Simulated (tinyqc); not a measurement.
Inside a calculation. Model: voltage acceleration of oxide breakdown, four models on the same data.

Program tinyqc, `OMP_NUM_THREADS=1 python tinyqc.py 2070091 2070092 out.jsonl`; Intel Xeon 2.30GHz, shared host, one thread, about 0.01 s. Printed values are rounded.

Field E = V/tox in MV/cm. Models: ln(t63/1 s) = a - c X with X = E (E model), -1/E (1/E model), ln V (power law, c the exponent n) or sqrt(E).

Values chosen for this exercise:
- tox = 7.7 nm (oxide thickness)
- Vu = 3.5 V (use voltage)
- Ts = 398 K (stress temperature)
- Tu = 358 K (use temperature)
- Ea = 0.63 eV (activation energy)
- ks = 0.00037 (factor for area and percentile)

Constants: q = 1.602176634e-19 C, kB = 1.380649e-23 J/K. Results are converted to the units shown.

Range of the model: All four laws are empirical fits; none is established far below the stress range.

## Fitting the models

```
stress  V (V)  t63 (s)
0        5.94  8.382e5
1        6.96      650
2        7.95    3.608
```

The three stress times were made with the 1/E model, c = 377, and are treated as data. For each model fit ln t63 on X by least squares over the three points.

```
model          c          a  largest misfit in ln t63 (0: below 0.002)
E       4.736738   49.88672                                  0.5945575
1/E     376.9987  -35.23119                                  0.0000000
power   42.48114   89.19330                                  0.2952971
sqrt E  28.40811   92.33037                                  0.4448176
```

The worst misfit of any model is 0.59 in ln t63, a factor of 1.81 in time, comparable to the scatter of t63 from small samples, so such data hardly tell the models apart.

## Projection to use conditions

Project to Vu, multiply by exp[(Ea q/kB)(1/Tu - 1/Ts)] and by ks; ten years are 3.15576e8 s. The largest voltage for ten years solves the same relation for V.

temperature factor = 7.786550

```
model   lifetime (years)  largest voltage for ten years (V)
E               188.5116                           3.977367
1/E          4.786158e10                           4.786242
power         3.836825e5                           4.487186
sqrt E          5693.930                           4.271686
```

The lifetimes span 8.40 decades, from the E model (most cautious) to the 1/E model; the allowed voltage spans 3.98 to 4.79 V. 4 of the four models pass ten years at Vu. Lifetimes beyond a thousand years are formal extrapolations.
